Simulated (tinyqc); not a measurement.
Inside a calculation. Model: on-chip interconnect, size-dependent resistivity and RC delay.

Numbers from tinyqc (`OMP_NUM_THREADS=1 python tinyqc.py 2100035 2100036 out.jsonl`; about 0.01 s on one thread of a shared Intel Xeon 2.30GHz). Printed values are rounded.

A rectangular line between two neighbours and two ground planes. Surface and grain-boundary scattering are added to the bulk resistivity as corrections; capacitances are parallel-plate values without fringing; inductance is ignored.

Parameters, values chosen for the exercise; metal values close to those of copper: bulk resistivity rho0 = 1.63 uohm cm; bulk mean free path lam = 40.6 nm; specular share of surface scattering ps = 0; reflection coefficient of grain boundaries Rg = 0.29; grain size over the metal width gr = 1; drawn line width wd = 17 nm; aspect ratio, height over width AR = 1.6; liner on both walls and the bottom, not conducting tl = 1.8 nm; space to the neighbouring lines sp = 17 nm; dielectric height to the planes above and below hd = 39 nm; relative permittivity of the dielectric ek = 2.2; Miller factor of the neighbours Mf = 2; line length Lw = 300 um; driver resistance Rd = 380 ohm; load capacitance Cl = 0.077 fF; time step dt = 220 ps.

Constants: eps0 = 8.8541878128e-12 F/m. Results are converted to the units shown.

Range of the model: The metal width is under the mean free path, where the thick-limit surface term and the simple sum of corrections lose accuracy.

## Resistivity, resistance and capacitance per length

Metal width x = wd - 2 tl, height y = AR wd - tl; grain boundaries (Mayadas-Shatzkes): al = (lam/(gr x)) Rg/(1 - Rg), g = 1/[1 - 3 al/2 + 3 al^2 - 3 al^3 ln(1 + 1/al)] - 1; surfaces (Fuchs-Sondheimer, thick limit): s = (3/8) lam (1 - ps)(1/x + 1/y); rho = rho0 (1 + g + s); r = rho/(x y); c = eps0 ek (2 wd/hd + 2 Mf AR wd/sp).

x = 13.4 nm
y = 25.4 nm
al = 1.23754
g = 1.69743
s = 1.73560
rho = 7.22584 uohm cm
r = 212.300 ohm/um
c = 0.141649 fF/um

rho is 4.43 times the bulk value; surfaces add more (1.74 against 1.70). The liner takes 26.4 % of the cross-section.

## Ladder and Elmore delays

6 equal pi sections: series Rs = r Lw/6; node capacitances c Lw/6, halved at nodes 0 and 6, with Cl added to node 6; Rd feeds node 0. Elmore delay of node k: the sum, over the resistors on the path to k, of resistance times all capacitance downstream of it.

Rs = 10615.0 ohm

```
node   C (fF)  Elmore delay (ps)
0     3.54122            16.1772
1     7.08244            430.485
2     7.08244            769.613
3     7.08244            1033.56
4     7.08244            1222.33
5     7.08244            1335.92
6     3.61822            1374.32
```

The far-end value equals Rd (c Lw + Cl) + r Lw (c Lw/2 + Cl) for any number of pi sections; the line resistance contributes 98.8 % of it.

## Step 1: node voltages after a time step

v at t = 0, node 0 to 6 (V): 0  0  0  0  0  0  0

A 1 V step is applied behind Rd at t = 0. C dv/dt = -G v + b, with G the conductance matrix of the ladder (1/Rs between neighbours, 1/Rd added at node 0) and b = (1 V/Rd, 0, ...). Backward Euler step: (C/dt + G) v(new) = (C/dt) v + b.

v at t = 1 dt, node 0 to 6 (V): 0.978704  0.551029  0.311656  0.178784  0.107009  0.071801  0.061129

## Step 2: node voltages after a time step

As before.

v at t = 2 dt, node 0 to 6 (V): 0.990083  0.714993  0.495933  0.339847  0.238800  0.182789  0.164707

## Course in time

A 1 V step is applied behind Rd at t = 0. C dv/dt = -G v + b, with G the conductance matrix of the ladder (1/Rs between neighbours, 1/Rd added at node 0) and b = (1 V/Rd, 0, ...). Backward Euler step: (C/dt + G) v(new) = (C/dt) v + b. The last column solves the same ladder exactly by its modes.

Voltages (V):
```
t (ps)  node 0  node 3  node 6  node 6, exact
220.0   0.9787  0.1788  0.0611         0.0310
440.0   0.9901  0.3398  0.1647         0.1588
660.0   0.9926  0.4622  0.2800         0.3001
880.0   0.9941  0.5564  0.3894         0.4233
1100    0.9952  0.6316  0.4863         0.5258
1320    0.9960  0.6930  0.5693         0.6103
1540    0.9967  0.7437  0.6395         0.6798
1760    0.9972  0.7859  0.6985         0.7369
1980    0.9977  0.8211  0.7479         0.7838
2200    0.9981  0.8505  0.7893         0.8224
2420    0.9984  0.8750  0.8239         0.8540
2640    0.9986  0.8956  0.8528         0.8801
```

The far end of the ladder reaches 0.5 V at 1040 ps, 0.757 of its Elmore delay (ln 2 = 0.693 for a single pole); the slowest mode has a time constant of 1120 ps. The largest error of the backward Euler steps at that node is 41 mV.
